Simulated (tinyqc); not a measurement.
Double-gate transistor, scale length and short-channel effects: effect of the relative permittivity of the insulator.

A body of thickness ts between two insulators of thickness ti and two tied gates. Below threshold the potential that source and drain add obeys Laplace's equation and vanishes on the gate. Its lowest mode decays along the channel as exp(-k y); k is the smallest positive root of the matching condition at the interface, and the scale length is Lambda = pi/k.

k is the smallest positive root of f(k) = ei cos(k ti) cos(k ts/2) - eps_r sin(k ti) sin(k ts/2). Along the channel psi(y) = s + a exp(y/l) + b exp(-y/l) with psi(0) = Vbi, psi(L) = Vbi + Vds and l = 1/k = Lambda/pi; with A = Vbi - s, B = A + Vds, x = exp(-L/l): a = (B - A x) x/(1 - x^2), b = (A - B x)/(1 - x^2). The minimum is s + 2 sqrt(a b), at y = (l/2) ln(b/a). The long-channel potential follows the gate as s = sT + (Vg - VTL)/m, and the threshold VT is the gate voltage at which the minimum equals sT. Swing = m Vt ln 10/g at threshold, g = d(minimum)/ds = 1 - (b x + a)/((1 + x) sqrt(a b)). DIBL = [VT(0.05 V) - VT(Vds)]/(Vds - 0.05 V). sT and Vbi are held fixed; m = 1.

Inputs (values chosen for the exercise); permittivities: semiconductor made up, insulator close to that of silicon nitride: temperature T = 300 K; relative permittivity of the semiconductor eps_r = 13.4; insulator thickness ti = 1.6 nm; body thickness ts = 8.8 nm; channel length L = 25 nm; potential of the source Vbi = 1.05 V; potential of the barrier top at threshold sT = 0.53 V; drain voltage Vds = 0.6 V.

Constants: q = 1.602176634e-19 C, kB = 1.380649e-23 J/K, Vt = kB T/q. Results are converted to the units shown.

Result of one run:
```
ei,Lambda (nm),L/Lambda,VT - VTL at Vds (mV),DIBL (mV/V),swing (mV/decade)
12,12.327,2.0281,-69.067,36.490,65.252
```

What becomes of these results when the relative permittivity of the insulator ei is changed from 12 to 5.7, all else the same?

Result of the changed run:
```
ei,Lambda (nm),L/Lambda,VT - VTL at Vds (mV),DIBL (mV/V),swing (mV/decade)
5.7,15.389,1.6246,-141.31,75.428,71.144
```

The whole series:
```
ei,Lambda (nm),L/Lambda,VT - VTL at Vds (mV),DIBL (mV/V),swing (mV/decade)
3.9,17.659,1.4157,-210.38,113.12,76.718
5.7,15.389,1.6246,-141.31,75.428,71.144
8.5,13.545,1.8457,-94.819,50.297,67.361
12,12.327,2.0281,-69.067,36.490,65.252
18,11.254,2.2215,-49.767,26.205,63.663
27,10.485,2.3843,-37.962,19.945,62.687
40,9.9602,2.5100,-30.873,16.198,62.100
```

As ei goes from 3.9 to 40, Lambda falls from 17.7 to 9.96 nm, DIBL falls from 113 to 16.2 mV/V and the swing falls from 76.7 to 62.1 mV a decade. On average Lambda goes as ei^(-0.25). At ei = 3.9 L is under 1.5 Lambda, where higher modes, left out of the one-mode potential, count.

Computed by the program tinyqc: `OMP_NUM_THREADS=1 python tinyqc.py 2420114 2420115 out.jsonl`, one thread of a shared Intel Xeon 2.30GHz, about 0.01 s for the whole run.
